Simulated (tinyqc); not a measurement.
Thin-film optics by transfer matrices: one step. Layer matrices and their product. The numbers come from values chosen for the exercise (indices near those of SiO2, Si3N4, SiO2 on polySi).

Indices N = n + i k. Snell: N0 sin(theta) = N_j sin(theta_j), with Im(N_j cos theta_j) >= 0. Admittance y_j = N_j cos theta_j for s and N_j/cos theta_j for p. Phase delta_j = 2 pi N_j cos theta_j d_j/lambda. Layer matrix [[cos delta, -i sin delta/y], [-i y sin delta, cos delta]], multiplied from the top down to M. (B, C) = M (1, y_sub); r = (y0 B - C)/(y0 B + C), R = |r|^2, T = 4 Re y0 Re y_sub/|y0 B + C|^2, absorbed in the films 1 - R - T.

y_j: ambient 3.863703, film 1 1.943651, film 2 2.313662, film 3 1.946436, substrate 4.103609+0.039619i

delta_j (rad): film 1 0.047114, film 2 0.970185, film 3 0.879168

Question. Form each matrix and multiply from the top down.

Give: matrix of film 1; matrix of film 2; matrix of film 3; M.

Answer.

matrix of film 1:
```
,1,2
1,0.9989,-0.0242i
2,-0.0915i,0.9989
```

matrix of film 2:
```
,1,2
1,0.5651,-0.3566i
2,-1.9087i,0.5651
```

matrix of film 3:
```
,1,2
1,0.6378,-0.3957i
2,-1.4992i,0.6378
```

M:
```
,1,2
1,-0.2239,-0.4410i
2,-2.0464i,-0.4357
```

Each matrix has determinant 1, and so has M.

tinyqc: `OMP_NUM_THREADS=1 python tinyqc.py 1681123 1681124 out.jsonl`; about 0.01 s, one thread, shared Intel(R) Xeon(R) Processor @ 2.30GHz.
